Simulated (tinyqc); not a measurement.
Coupled-perturbed Hartree-Fock on RHF in the sto-3g basis, for H3+, spin multiplicity 1, step by step. One step of it, computed by the program tinyqc.

Problem. Iteration 4 (converged): orbitals. Diagonalise F' = X^T F X, C = X C', fill 1 alpha and 1 beta electrons from the bottom; D = 2 C_occ C_occ^T. Each column has its largest component positive (the first on a tie).

converged F (hartree):
```
           1H 1s      2H 1s      3H 1s
1H 1s  -0.891086  -0.737947  -0.737947
2H 1s  -0.737947  -0.620633  -0.349921
3H 1s  -0.737947  -0.349921  -0.620633
```

X:
```
           1H 1s      2H 1s      3H 1s
1H 1s   1.369036  -0.407807  -0.407807
2H 1s  -0.407807   1.172050   0.073505
3H 1s  -0.407807   0.073505   1.172050
```

Give: F' = X^T F X; orbital energies; coefficients C; D after iteration 4.

Solution.

F' = X^T F X (hartree):
```
        1       2       3
1  -0.345  -0.513  -0.513
2  -0.513  -0.315   0.012
3  -0.513   0.012  -0.315
```

orbital energies (hartree): MO1 -1.050, MO2 -0.327, MO3 0.402

coefficients C:
```
         MO1     MO2     MO3
1H 1s  0.580   0.000   1.368
2H 1s  0.321   0.777  -0.916
3H 1s  0.321  -0.777  -0.916
```

D after iteration 4:
```
       1H 1s  2H 1s  3H 1s
1H 1s  0.673  0.373  0.373
2H 1s  0.373  0.206  0.206
3H 1s  0.373  0.206  0.206
```
